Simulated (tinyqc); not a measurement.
Inside a calculation. Method: G0W0 on RHF in the 6-31g basis, for He, spin multiplicity 1. One step of it, computed by the program tinyqc.

Question. G0W0 on Hartree-Fock: LUMO. W(p,q,m) = sqrt2 sum_ia (pq|ia) (X+Y)_ia,m; Sigma_c(x) = sum_(i,m) W^2/(x - e_i + w_m) + sum_(a,m) W^2/(x - e_a - w_m); solve x = e_p + Sigma_c(x) by Newton steps; Z = 1/(1 - dSigma/dx); 1 hartree = 27.211386 eV.

orbital energies (hartree): MO1 -0.914127, MO2 1.399859

Two-electron integrals over orbitals (pq|rs), unique and non-zero (hartree):
```
(11|11) 1.026907    (21|11) -0.316490   (21|21) 0.227670    (22|11) 0.858133
(22|21) -0.255554   (22|22) 0.766363
```

excitation energies w (hartree): 2.731636

X + Y:
```
            1
1>2  0.920384
```

Give: The 12 largest terms at x = e_p; Newton steps; quasiparticle energy of the LUMO; Hartree-Fock value.

Answer.

The 12 largest terms at x = e_p (hartree; W for the signs of X + Y given):
```
q  m       W    term
2  1  -0.333  -0.041
1  1   0.296   0.017
```

Newton steps (hartree):
```
step      x  Sigma_c(x)      Z
0     1.400      -0.023  0.982
1     1.377      -0.023  0.982
2     1.377      -0.023  0.982
```

quasiparticle energy of the LUMO = 37.475 eV

Hartree-Fock value = 38.092 eV
